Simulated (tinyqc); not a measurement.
Trap density from two Hall measurements.

Problem. p-type body, charge-sheet picture, full ionisation (an idealisation for deep acceptors), Boltzmann statistics for free electrons. e = Ec - EF at the surface. psi = Eg - Vt ln(Nv/Na) - e; N_dep = sqrt(2 eps0 eps_r Na (psi - Vt)/q); n_f = sqrt(N_dep^2 + 2 eps0 eps_r Vt Nc exp(-e/Vt)/q) - N_dep; Vg = Vfb + psi + q (N_dep + n_t + n_f)/Cox, Cox = eps0 eox/tox. Find e and n_t at both points and the mean trap density between them.

Parameters, values chosen for the exercise; band and dielectric values close to those of gallium nitride: temperature T = 250 K; band gap Eg = 3.35 eV; relative permittivity eps_r = 9.58; conduction-band density of states at T Nc = 1.78e18 cm^-3; valence-band density of states at T Nv = 3.46e19 cm^-3; relative permittivity of the insulator eox = 3.9; insulator thickness tox = 31 nm; acceptor density Na = 1.2e17 cm^-3; flat-band voltage without trapped charge Vfb = -2.71 V.

Constants: q = 1.602176634e-19 C, kB = 1.380649e-23 J/K, Vt = kB T/q, eps0 = 8.8541878128e-14 F/cm where lengths are in cm. Results are converted to the units shown.

Vg (V): 3.9654516  4.9496238
free sheet density from the Hall effect (cm^-2): 6.2019475e8  6.2364440e10

Solution. Each n_f fixes e; what the gate voltage holds beyond psi, N_dep and n_f is trapped; the difference quotient is the density, smeared over a few Vt.

e (eV): 0.1100  0.01000
n_t (cm^-2): 4.892e11  1.010e12
mean trap density = 5.212e12 cm^-2 eV^-1

Program tinyqc, `OMP_NUM_THREADS=1 python tinyqc.py 2222220 2222221 out.jsonl`; Intel Xeon 2.30GHz, shared host, one thread, about 0.03 s.
